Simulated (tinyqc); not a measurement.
Five forms on the same table: equation-of-state fits to an energy-volume table made by a known binding curve. Computed by tinyqc, a small Python program. Command: `OMP_NUM_THREADS=1 python tinyqc.py 3009922 3009923 out.jsonl eosfit walk`. One thread of a shared host (Intel(R) Xeon(R) Processor @ 2.30GHz), about 0.02 s of CPU time with the checks.

With x = (V/V_0)^(1/3), the energy per atom is E = D [exp(-2 eta (x - 1)) - 2 exp(-eta (x - 1))], so that B0 = 2 D eta^2/(9 V_0) and B' = 1 + eta. B' = dB/dP at P = 0.

Inputs (values chosen for the exercise, for a model crystal): cohesive energy D = 4.68 eV/atom; true volume V_0 = 24.7 angstrom^3/atom; stiffness eta = 3.18; half-width of the volume window w = 0.04; shift of the window centre s = 0.011; points N = 11; compression V/V_0 for the pressure test = 0.75; noise amplitude = 0.15 meV.

Binding curve: Morse. Noise: added.

Constants: 1 eV/angstrom^3 = 160.2176634 GPa.

Method:
- B0 and B' from the formulas above; P = -dE/dV at V = c V_0 (c the compression chosen), from the curve itself.
- Table: V_j = V_0 [1 + s + w (2 j/(N - 1) - 1)], j = 0..N-1, rounded to 0.001; E_j from the curve plus the noise amplitude times the listed numbers xi_j (xi_0 first), rounded to 1e-7 eV.
- Murnaghan: E = E0 + (B0 V/B') [(V0/V)^B'/(B' - 1) + 1] - B0 V0/(B' - 1), P = (B0/B') [(V0/V)^B' - 1].
- Birch-Murnaghan: E = E0 + (9 V0 B0/16) [y^3 B' + y^2 (2 - 4 y)], y = (V0/V)^(2/3) - 1; P = (3 B0/2) (x^7 - x^5) [1 + (3/4)(B' - 4)(x^2 - 1)], x = (V0/V)^(1/3).
- Vinet: E = E0 + (9 B0 V0/h^2) {1 + [h (1 - x) - 1] exp(h (1 - x))}, P = 3 B0 (1 - x) x^-2 exp(h (1 - x)), x = (V/V0)^(1/3), h = (3/2)(B' - 1).
- All are least-squares fits to the energies; for polynomials in V, B0 = V E'' and B' = -1 - V E'''/E'' at the minimum.

numbers xi_j, drawn evenly from -1 to 1: [0.7950, -0.6158, 0.2614, 0.8297, -0.2128, -0.9585, 0.8067, -0.0700, 0.8667, -0.8559, 0.1679]

exact B0 = 68.2183 GPa

exact B' = 4.18

exact pressure at c V_0 = 35.1887 GPa

Table:
```
V (angstrom^3)      E (eV)
23.984          -4.6752325
24.181          -4.6776842
24.379          -4.6790524
24.576          -4.6797419
24.774          -4.6799850
24.972          -4.6795181
25.169          -4.6780438
25.367          -4.6763488
25.564          -4.6738078
25.762          -4.6710914
25.960          -4.6674224
```

Fitted values:
```
form             V0 (angstrom^3)  B0 (GPa)       B'  P at c V_0 (GPa)
exact                     24.700    68.218   4.1800            35.189
parabola in V             24.719    64.857  -1.0000                 -
cubic in V                24.700    69.086   4.6256                 -
Murnaghan                 24.699    68.905   5.0912            45.000
Birch-Murnaghan           24.699    68.933   5.0235            41.029
Vinet                     24.699    68.946   5.0003            39.650
```

In B0 the Murnaghan form comes closest (+1.01 %) and the parabola in V form misses most (-4.93 %). A parabola in V has no third derivative, so its B' is -1 by construction. At c V_0, beyond the window, the pressure errors are Murnaghan +27.9 %, Birch-Murnaghan +16.6 %, Vinet +12.7 %; Murnaghan keeps B linear in P and so runs too stiff under compression.

Extremes, crossings and ranges named in words are read from the listed rows.
